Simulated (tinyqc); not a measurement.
# MOS inversion layer, Poisson-Schroedinger loop: effects of single changes

Electrons confined at an insulator interface at z = 0, treated as a hard wall; parabolic valleys, Hartree approximation, no image or exchange terms. The depletion charge lies far deeper than the electrons and gives a uniform field q Nd/(eps0 eps_r); the gate balances all charge. Energies are counted from the band edge at the interface.

Values chosen for this exercise; masses and permittivity close to those of silicon (100):

| symbol | value | unit | meaning |
|---|---|---|---|
| T | 400 | K | temperature |
| eps_r | 11.7 |  | relative permittivity |
| mz1 | 0.912 | m0 | mass along z of valley set A (2 valley(s)) |
| md1 | 0.191 | m0 | in-plane density-of-states mass of set A |
| mz2 | 0.187 | m0 | mass along z of valley set B (4 valley(s)) |
| md2 | 0.424 | m0 | in-plane density-of-states mass of set B |
| Ns | 1.3e12 | cm^-2 | sheet density of electrons |
| Nd | 1.1e11 | cm^-2 | sheet density of depletion charge |
| dE | 0 | eV | extra shift of set B (strain) |

Constants: q = 1.602176634e-19 C, kB = 1.380649e-23 J/K, hbar = 1.054571817e-34 J s, m0 = 9.1093837015e-31 kg, Vt = kB T/q, eps0 = 8.8541878128e-14 F/cm where lengths are in cm, hbar^2/(2 m0) = 0.0380998212 eV nm^2. Results are converted to the units shown.

Each table varies one quantity; the others keep the values above.

## Effect of the sheet density of depletion charge

Schroedinger equation -(C/mz) psi'' + (V0 + U + dE for set B) psi = E psi, C = hbar^2/(2 m0), psi(0) = 0, on a uniform mesh of 800 nodes with a far wall at 89 nm, 8 levels a set; V0 = q Nd z/(eps0 eps_r); dU/dz = q (Ns - integral of n from 0 to z)/(eps0 eps_r), U(0) = 0; N_k = g md m0 q Vt/(pi hbar^2) ln(1 + exp((EF - E_k)/Vt)), g the number of valleys of the set, sum N_k = Ns. Triangular well: E_k = a_k (C F^2/mz)^(1/3), a_1 = 2.338107, a_2 = 4.087949, C = hbar^2/(2 m0), F in eV/nm. Fang-Howard (all electrons in the lowest level of set A): b^3 = 6 (mz1/C) q (Nd + 11 Ns/32)/(eps0 eps_r), centroid 3/b, level C b^2/(4 mz1) + (3/b) q (Nd + 11 Ns/16)/(eps0 eps_r). The centroid adds 3.9 z_av/eps_r to an oxide-equivalent thickness.

Effect of the sheet density of depletion charge:
```
Nd (cm^-2)	A1 (meV)	B1 (meV)	EF (meV)	share of A1 (%)	share of set A (%)	centroid z_av (nm)	added oxide equivalent (nm)	Fang-Howard centroid (nm)
1e11	59.3	91.8	-44.5	20.3	39.4	7.09	2.36	2.81
1.7e11	61.3	94.8	-40.2	21.7	40.7	6.24	2.08	2.70
3.1e11	65.1	101	-32.0	24.5	43.0	5.14	1.71	2.52
5.3e11	71.0	111	-20.5	28.7	45.9	4.14	1.38	2.32
9.4e11	81.6	128	-2.01	35.9	50.5	3.20	1.07	2.06
1.6e12	97.5	156	22.9	46.0	57.3	2.49	0.831	1.81
2.9e12	126	204	62.3	62.0	69.1	1.86	0.621	1.54
5e12	167	274	112	79.5	82.8	1.41	0.471	1.31
```

What does the comparison show?

As Nd goes from 1e11 to 5e12, A1 rises from 59.3 to 167 meV, the share of A1 rises from 20.3 to 79.5 % and the centroid falls from 7.09 to 1.41 nm. A1 goes as Nd^(0.51) between the last two rows (a triangular well in the field of that charge alone gives 2/3). The Fang-Howard centroid is 60 % below the full one in the first row, where A1 holds 20.3 %, and 7.5 % below it in the last, where A1 holds 79.5 %. For Nd = 1e11, 1.7e11, 3.1e11 the eighth level of a set still holds over 0.4 % of the electrons, so more levels and a farther wall would raise the centroid.

## Effect of the sheet density of electrons

Schroedinger equation -(C/mz) psi'' + (V0 + U + dE for set B) psi = E psi, C = hbar^2/(2 m0), psi(0) = 0, on a uniform mesh of 800 nodes with a far wall at 170 nm, 8 levels a set; V0 = q Nd z/(eps0 eps_r); dU/dz = q (Ns - integral of n from 0 to z)/(eps0 eps_r), U(0) = 0; N_k = g md m0 q Vt/(pi hbar^2) ln(1 + exp((EF - E_k)/Vt)), g the number of valleys of the set, sum N_k = Ns.

Result of one run:
```
Ns (cm^-2)	A1 (meV)	B1 (meV)	EF (meV)	share of A1 (%)	share of set A (%)	centroid z_av (nm)	added oxide equivalent (nm)	Fang-Howard centroid (nm)
4.4e12	126	186	91.6	39.4	53.2	3.95	1.32	1.96
```

What becomes of these results when the sheet density of electrons Ns is changed from 4.4e12 to 2.1e12 cm^-2, all else the same?

Result of the changed run:
```
Ns (cm^-2)	A1 (meV)	B1 (meV)	EF (meV)	share of A1 (%)	share of set A (%)	centroid z_av (nm)	added oxide equivalent (nm)	Fang-Howard centroid (nm)
2.1e12	79.6	121	2.71	26.7	44.0	5.63	1.88	2.44
```

The whole series:
```
Ns (cm^-2)	A1 (meV)	B1 (meV)	EF (meV)	share of A1 (%)	share of set A (%)	centroid z_av (nm)	added oxide equivalent (nm)	Fang-Howard centroid (nm)
1e11	17.4	28.6	-209	7.84	29.7	13.6	4.53	4.38
2.1e11	22.8	36.9	-172	9.29	31.0	12.1	4.05	4.06
4.5e11	32.7	52.2	-126	12.2	33.4	10.1	3.37	3.58
9.7e11	50.1	78.3	-69.2	17.5	37.5	7.80	2.60	3.02
2.1e12	79.6	121	2.71	26.7	44.0	5.63	1.88	2.44
4.4e12	126	186	91.6	39.4	53.2	3.95	1.32	1.96
9.4e12	203	290	217	53.6	63.8	2.70	0.900	1.54
2e13	329	458	406	64.0	71.6	1.88	0.626	1.20
```

As Ns goes from 1e11 to 2e13, A1 rises from 17.4 to 329 meV, the share of A1 rises from 7.84 to 64.0 % and the centroid falls from 13.6 to 1.88 nm. A1 goes as Ns^(0.64) between the last two rows (a triangular well in the field of that charge alone gives 2/3). EF lies more than 2 meV above A1 for Ns = 9.4e12, 2e13. The Fang-Howard centroid is 68 % below the full one in the first row, where A1 holds 7.84 %, and 36 % below it in the last, where A1 holds 64.0 %. For Ns = 1e11, 2.1e11, 4.5e11, 9.7e11, 2.1e12 the eighth level of a set still holds over 0.4 % of the electrons, so more levels and a farther wall would raise the centroid.

tinyqc, about 1 s, one thread, Intel Xeon 2.30GHz (shared host): `OMP_NUM_THREADS=1 python tinyqc.py 2160102 2160103 out.jsonl`
